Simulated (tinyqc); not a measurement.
Frequency dispersion of an accumulation capacitance by border traps, distributed model: two steps of the calculation.

Traps spread evenly through the insulator exchange electrons with the semiconductor by tunnelling, with tau(x) = t0 exp(2 ka x) at depth x from the interface. The admittance per area Y seen at depth x obeys dY/dx = -Y^2/(i w eps0 eox) + q Nb ln(1 + i w tau)/tau, with Y(0) = i w Cs and w = 2 pi f; the gate sees Y(tox) = G + i w C. Working variable y = Y/(i w), in uF/cm^2. Cox = eps0 eox/tox.

Values chosen for this exercise; permittivity close to that of aluminium oxide: relative permittivity of the insulator eox = 8.31; insulator thickness tox = 5.7 nm; semiconductor capacitance in accumulation Cs = 0.72 uF/cm^2; density of border traps Nb = 3.2e18 cm^-3 eV^-1; decay constant of the wave function in the insulator ka = 4.5 1/nm; time constant of a trap at the interface t0 = 2e-9 s; frequency f = 1e5 Hz; depth down to which the steps are taken xe = 1.3 nm.

Constants: q = 1.602176634e-19 C, eps0 = 8.8541878128e-14 F/cm where lengths are in cm. Results are converted to the units shown.

Problem 1. Scales and lumped estimate. Cox; trap-free value 1/(1/Cox + 1/Cs); response depth d = ln(1/(w t0))/(2 ka), where w tau = 1; lumped estimate: all traps within d act as C_bt = q Nb d placed at d/2, so C = 1/{1/[1/(1/Cs + d/(2 eps0 eox)) + C_bt] + (tox - d/2)/(eps0 eox)}.

Find: Cox; trap-free C; d; C_bt; lumped C.

Solution 1.

Cox = 1.291 uF/cm^2
trap-free C = 0.4622 uF/cm^2
d = 0.7421 nm
C_bt = 0.03805 uF/cm^2
lumped C = 0.4787 uF/cm^2

The traps within reach amount to 0.0528 Cs and lie in the first 13.0 % of the insulator.

Problem 2. Capacitance and conductance at the gate. Beyond xe the traps are ignored, so 1/y(tox) = 1/y(xe) + (tox - xe)/(eps0 eox); C = Re y, G/w = -Im y, loss tangent G/(w C).

y at xe = 0.67599496-0.00801164i uF/cm^2

Wanted: y at the gate; C; G/w; loss tangent.

Solution 2.

y at the gate = 0.4814-0.0041i uF/cm^2
C = 0.4814 uF/cm^2
G/w = 0.004063 uF/cm^2
loss tangent = 0.008440

Numbers from tinyqc (`OMP_NUM_THREADS=1 python tinyqc.py 2202032 2202033 out.jsonl`; about 0.4 s on one thread of a shared Intel Xeon 2.30GHz).
